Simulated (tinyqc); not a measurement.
ROHF in the sto-3g basis, for H4+, spin multiplicity 2, step by step. One step of it, computed by the program tinyqc.

Problem. Iteration 2: building the Fock matrix. J_ij = sum D_kl (ij|kl) with D = D(alpha) + D(beta), K_ij = sum D_kl (ik|jl) for each spin; F = H + J - K(s); E = tr D H + tr D J / 2 - 0.5 sum_s tr D(s) K(s) + E_nn.

D(alpha) after iteration 1, lower triangle:
```
,1H 1s,2H 1s,3H 1s,4H 1s
1H 1s,0.300489
2H 1s,0.331072,0.367180
3H 1s,-0.017604,0.010324,0.367180
4H 1s,-0.040194,-0.017604,0.331072,0.300489
```

D(beta) after iteration 1, lower triangle:
```
,1H 1s,2H 1s,3H 1s,4H 1s
1H 1s,0.130148
2H 1s,0.156734,0.188752
3H 1s,0.156734,0.188752,0.188752
4H 1s,0.130148,0.156734,0.156734,0.130148
```

core Hamiltonian H = T + V (hartree), lower triangle:
```
,1H 1s,2H 1s,3H 1s,4H 1s
1H 1s,-1.283914
2H 1s,-0.867618,-1.406362
3H 1s,-0.029420,-0.173207,-1.406362
4H 1s,-0.003108,-0.029420,-0.867618,-1.283914
```

Two-electron integrals (ij|kl) in chemists' order, unique and non-zero (hartree):
```
i,j,k,l,(ij|kl)
1,1,1,1,0.774606
2,1,1,1,0.313022
2,1,2,1,0.161211
2,2,1,1,0.480655
2,2,2,1,0.313022
2,2,2,2,0.774606
3,1,1,1,0.005253
3,1,2,1,0.003217
3,1,2,2,0.007705
3,1,3,1,0.000104
3,2,1,1,0.027193
3,2,2,1,0.017695
3,2,2,2,0.046165
3,2,3,1,0.000703
3,2,3,2,0.005191
3,3,1,1,0.171193
3,3,2,1,0.102895
3,3,2,2,0.251523
3,3,3,1,0.005253
3,3,3,2,0.046165
3,3,3,3,0.774606
4,1,1,1,0.000379
4,1,2,1,0.000240
4,1,2,2,0.000606
4,1,3,1,0.000009
4,1,3,2,0.000069
4,1,3,3,0.000606
4,1,4,1,9.23e-07
4,2,1,1,0.003251
4,2,2,1,0.002052
4,2,2,2,0.005253
4,2,3,1,0.000090
4,2,3,2,0.000703
4,2,3,3,0.007705
4,2,4,1,0.000009
4,2,4,2,0.000104
4,3,1,1,0.074220
4,3,2,1,0.043448
4,3,2,2,0.102895
4,3,3,1,0.002052
4,3,3,2,0.017695
4,3,3,3,0.313022
4,3,4,1,0.000240
4,3,4,2,0.003217
4,3,4,3,0.161211
4,4,1,1,0.129605
4,4,2,1,0.074220
4,4,2,2,0.171193
4,4,3,1,0.003251
4,4,3,2,0.027193
4,4,3,3,0.480655
4,4,4,1,0.000379
4,4,4,2,0.005253
4,4,4,3,0.313022
4,4,4,4,0.774606
```

nuclear repulsion = 1.79100245 hartree

Give: Coulomb J; exchange K(alpha); exchange K(beta); F(alpha); F(beta); total energy of this density.

Solution.

Coulomb J (hartree), lower triangle:
```
,1H 1s,2H 1s,3H 1s,4H 1s
1H 1s,1.1428
2H 1s,0.6062,1.2790
3H 1s,0.0163,0.1117,1.2790
4H 1s,0.0015,0.0163,0.6062,1.1428
```

exchange K(alpha) (hartree), lower triangle:
```
,1H 1s,2H 1s,3H 1s,4H 1s
1H 1s,0.4991
2H 1s,0.4214,0.5425
3H 1s,0.0153,0.0499,0.5425
4H 1s,-0.0033,0.0153,0.4214,0.4991
```

exchange K(beta) (hartree), lower triangle:
```
,1H 1s,2H 1s,3H 1s,4H 1s
1H 1s,0.2324
2H 1s,0.2110,0.2917
3H 1s,0.0731,0.1128,0.2917
4H 1s,0.0503,0.0731,0.2110,0.2324
```

F(alpha) (hartree), lower triangle:
```
,1H 1s,2H 1s,3H 1s,4H 1s
1H 1s,-0.6402
2H 1s,-0.6828,-0.6698
3H 1s,-0.0284,-0.1114,-0.6698
4H 1s,0.0017,-0.0284,-0.6828,-0.6402
```

F(beta) (hartree), lower triangle:
```
,1H 1s,2H 1s,3H 1s,4H 1s
1H 1s,-0.3735
2H 1s,-0.4724,-0.4190
3H 1s,-0.0862,-0.1743,-0.4190
4H 1s,-0.0519,-0.0862,-0.4724,-0.3735
```

total energy of this density = -1.666239 hartree
